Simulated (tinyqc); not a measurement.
Inside a calculation: band-to-band tunnelling across a p-n junction in a two-band chain. Values are carried at full precision from step to step, so a last printed digit may differ when a step is redone from the rounded ones.

Sites alternate A at -Eg/2 and C at +Eg/2 with hopping -t; near the edges, with k counted from the zone boundary pi/a, E^2 = (Eg/2)^2 + (t a k)^2, so t = sqrt(c Eg/m)/a gives the mass m, c = hbar^2/2m0. In the gap cosh(q a) = 1 + (Eg^2/4 - e^2)/(2 t^2), e the energy from the local mid-gap. The potential is V0 = Eg + ov on the p side (left), 0 on the n side, and falls linearly over the 2N sites of the junction, V_j = V0 (1 - j/(2N + 1)), j = 1 to 2N, site 1 being A. E = Eg/2 + x ov. A half chain that ends on a site of level e1 with neighbour e2 has g = (1 + z)/(E - e1), z = exp(-/+ i k a) the root with Im g < 0, cos(k a) = (E - e1)(E - e2)/(2 t^2) - 1. S_L = t^2 g (ending on C, shifted by V0), S_R = t^2 g (starting on A). T = 4 Im(S_L) Im(S_R) |G_(1,2N)|^2.

Constants: hbar^2/2m0 = 3.80998211 eV angstrom^2.

Values chosen for the exercise (gap and mass near those of GaAs; shifted at random, so the results belong to these values and not to a real crystal): Eg = 1.357 eV (gap); m = 0.0788 m0 (mass of electron and light hole); a = 6 angstrom (period (two sites)); ov = 0.21 eV (overlap: top of the valence band on the p side above the conduction edge on the n side); N = 3 (periods in the small junction); x = 0.46 (energy above the n-side conduction edge, as a share of ov).

## Hopping, field and tunnelling length

Form t, V0, E, the field F = V0/((2N + 1) a/2) (1 V/angstrom = 100 MV/cm) and the length Eg/F over which E lies in the gap.

t = 1.3500 eV
V0 = 1.5670 eV
E = 0.7751 eV
F = 7.462 MV/cm
tunnelling length = 18.19 angstrom

So short a junction keeps the matrix small; its field is above the 1 to 3 MV/cm of tunnel diodes.

## Self-energies of the two sides

Form cos(k a) and S for each side.

cos(k a): left -0.954255, right -0.961477

S_L, S_R (eV): -0.05670-0.37060i  0.04830-0.34465i

## Recursive Green function

g_1 = 1/(E - e_1 - S_L); g_j = 1/(E - e_j - t^2 g_(j-1)), with S_R also subtracted at the last site; G_1j = G_1(j-1) (-t) g_j, G_11 = g_1; e_j is the site level plus V_j. The self-energies stand in the order S_L, S_R.

Sweep:

| j | e_j (eV) | g_j (1/eV) | G_1j (1/eV) |
|---|---|---|---|
| 1 | 0.6646 | 1.0113-2.2422i | 1.0113-2.2422i |
| 2 | 1.7978 | -0.1150-0.1640i | 0.6536-0.1243i |
| 3 | 0.2169 | 1.1309-0.4403i | -0.9240+0.5782i |
| 4 | 1.3501 | -0.3472-0.1057i | -0.5156+0.1392i |
| 5 | -0.2308 | 0.6020-0.0708i | 0.4057-0.1624i |
| 6 | 0.9024 | -0.6902-0.2569i | 0.4343-0.0106i |

T = 0.0964

## WKB for the same field

T = exp(-2 I/F), I = integral of q de across the gap. Continuum: q = sqrt(Eg^2/4 - e^2)/(t a), I = pi Eg^2/(8 t a). Lattice: q from the cosh formula, 12 Gauss-Legendre points in u with e = (Eg/2) sin(u), u from -pi/2 to pi/2. F in V/angstrom is the value in MV/cm over 100.

I (eV/angstrom): continuum 0.089275, lattice 0.088587

T by WKB: continuum 0.0914, lattice 0.0931

The chain gives 0.0964, 1.036 times the lattice WKB value; the exponent is only 2.37, and reflections at the two kinks of the potential count.

## Checks

- G_(1,2N) from the sweep against inversion of the whole matrix (size): both 0.43442.

Run: tinyqc, `OMP_NUM_THREADS=1 python tinyqc.py 1451540 1451541 out.jsonl`; Intel(R) Xeon(R) Processor @ 2.30GHz, one thread, shared host; about 0.01 s of CPU time with all checks.
